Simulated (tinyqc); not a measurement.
Nudged elastic band on a two-dimensional model surface: one step, computed by the program tinyqc.

V(x, y) = -A (cos kx + cos ky) - B cos kx cos ky + (C sin ky + S sin kx)(1 - cos kx), k = 2 pi/a; the atom hops from the minimum at (0, 0) to that at (a, 0).

Question. Iteration 2. Tangent at image i: towards the higher neighbour if the energies rise or fall through i; at a maximum or minimum, tau = t+ dmax + t- dmin if V(i+1) > V(i-1), else t+ dmin + t- dmax, with t+ = R(i+1) - R(i), t- = R(i) - R(i-1) and dmax, dmin the larger and smaller of |V(i+1) - V(i)| and |V(i-1) - V(i)|; then normalise. Force F = -grad V + (grad V.tau) tau + k_s (|t+| - |t-|) tau. With a climbing image, the highest image feels instead F = -grad V + 2 (grad V.tau) tau and no spring. Update R(new) = R + eta F; the end points stay fixed.

Inputs (values chosen for the exercise, for a model surface): amplitude A = 0.1 eV; amplitude B = 0.038 eV; skew C = 0.022 eV; asymmetry S = 0.019 eV; period a = 2.8 angstrom; spring constant k_s = 0.29 eV/angstrom^2; step factor eta = 0.77 angstrom^2/eV.

Surface: adatom on a square lattice. Climbing image: on.

images after iteration 1 (angstrom), rows image 1, image 2, image 3, image 4, image 5, image 6, image 7, columns x, y:
$$\begin{pmatrix}
0.350000 & -0.011134 \\
0.700000 & -0.038013 \\
1.050000 & -0.064893 \\
1.334341 & -0.076027 \\
1.750000 & -0.064893 \\
2.100000 & -0.038013 \\
2.450000 & -0.011134
\end{pmatrix}$$

positions (angstrom), rows start, end, saddle, columns x, y:
$$\begin{pmatrix}
0.000000 & 0.000000 \\
2.800000 & 0.000000 \\
1.270650 & -0.265349
\end{pmatrix}$$

Give: unit tangents; forces; images after iteration 2.

Answer.

unit tangents, rows image 1, image 2, image 3, image 4, image 5, image 6, image 7, columns x, y:
$$\begin{pmatrix}
0.9971 & -0.0766 \\
0.9971 & -0.0766 \\
0.9992 & -0.0391 \\
0.9998 & -0.0190 \\
0.9996 & 0.0268 \\
0.9971 & 0.0766 \\
0.9971 & 0.0766
\end{pmatrix}$$

forces (eV/angstrom), rows image 1, image 2, image 3, image 4, image 5, image 6, image 7, columns x, y:
$$\begin{pmatrix}
-0.00177 & -0.02627 \\
-0.00434 & -0.05645 \\
-0.02187 & -0.06589 \\
-0.04167 & -0.07146 \\
-0.01701 & -0.06655 \\
0.00384 & -0.04994 \\
0.00142 & -0.02167
\end{pmatrix}$$

images after iteration 2 (angstrom), rows image 1, image 2, image 3, image 4, image 5, image 6, image 7, columns x, y:
$$\begin{pmatrix}
0.349 & -0.031 \\
0.697 & -0.081 \\
1.033 & -0.116 \\
1.302 & -0.131 \\
1.737 & -0.116 \\
2.103 & -0.076 \\
2.451 & -0.028
\end{pmatrix}$$
